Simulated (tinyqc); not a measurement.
MOS structure on a p-type body, non-linear Poisson equation by Newton steps: effect of the insulator thickness on threshold, swing and body effect.

One dimension, insulator interface at x = 0, acceptor density Na, uniform, net doping C = -(acceptor density). psi is counted from the intrinsic level: n = ni exp((psi - Vb)/Vt), p = ni exp(-psi/Vt); deep in the body psi_b = -Vt ln(Na/ni). The gate acts through Cox = eps0 eox/tox and has the potential psi_G = Vg - (phiM - chi - Vt ln(Nc/ni)). Boltzmann statistics, full ionisation, classical densities, no oxide or interface charge.

ni = sqrt(Nc Nv) exp(-Eg/(2 Vt)), Eg in volts. The Poisson equation d/dx(eps0 eps_r dpsi/dx) = -q (p - n + C), with eps0 eps_r dpsi/dx = -Cox (psi_G - psi_0) at x = 0, is solved on a mesh of about 600 nodes or more. N_inv is the integral of n less its value deep in the body. VT is the Vg at which N_inv = 2e11 cm^-2. m = 1/(dpsi_0/dVg) at N_inv = 1e8 cm^-2; the swing is the Vg between N_inv = 1e8 and 1e9 cm^-2; body coefficient [VT(Vb + 0.05 V) - VT(Vb)]/0.05 V - 1.

Parameters, values chosen for the exercise; band and dielectric values close to those of silicon:

| symbol | value | unit | meaning |
|---|---|---|---|
| T | 250 | K | temperature |
| Eg | 1.11 | eV | band gap |
| eps_r | 11.5 |  | relative permittivity |
| Nc | 2.13e19 | cm^-3 | conduction-band density of states at T |
| Nv | 2.05e19 | cm^-3 | valence-band density of states at T |
| chi | 3.97 | eV | electron affinity |
| Na | 3.3e16 | cm^-3 | acceptor density deep in the body |
| eox | 3.9 |  | relative permittivity of the gate insulator (close to silicon dioxide) |
| phiM | 4.2 | eV | gate work function |
| Vb | 0 | V | electron quasi-Fermi potential against the body |

Constants: q = 1.602176634e-19 C, kB = 1.380649e-23 J/K, Vt = kB T/q, eps0 = 8.8541878128e-14 F/cm where lengths are in cm. Results are converted to the units shown.

Result of one run:
```
VT (V)	psi_0 - psi_b at VT (V)	m - 1	swing (mV/decade)	body coefficient
0.221	0.906	0.0270	51.8	0.0347
```

Which insulator thickness tox gave this result: 0.7, 1, 1.5 or 3.2 nm?

tox = 1.5 nm.

The whole series:
```
tox (nm)	VT (V)	psi_0 - psi_b at VT (V)	m - 1	swing (mV/decade)	body coefficient
0.47	0.182	0.906	0.00845	50.8	0.0182
0.7	0.191	0.906	0.0126	51.0	0.0219
1	0.202	0.906	0.0180	51.3	0.0267
1.5	0.221	0.906	0.0270	51.8	0.0347
2.2	0.247	0.906	0.0395	52.4	0.0459
3.2	0.284	0.906	0.0575	53.3	0.0619
4.8	0.344	0.906	0.0863	54.8	0.0876
```

As tox goes from 0.47 to 4.8, VT rises from 0.182 to 0.344 V, the swing rises from 50.8 to 54.8 mV/decade and the body coefficient rises from 0.0182 to 0.0876. The swing stays within 1.7 % of m Vt ln 10, and the body coefficient within 0.0097 of m - 1.

Numbers from tinyqc (`OMP_NUM_THREADS=1 python tinyqc.py 2080010 2080011 out.jsonl`; about 0.3 s on one thread of a shared Intel Xeon 2.30GHz).
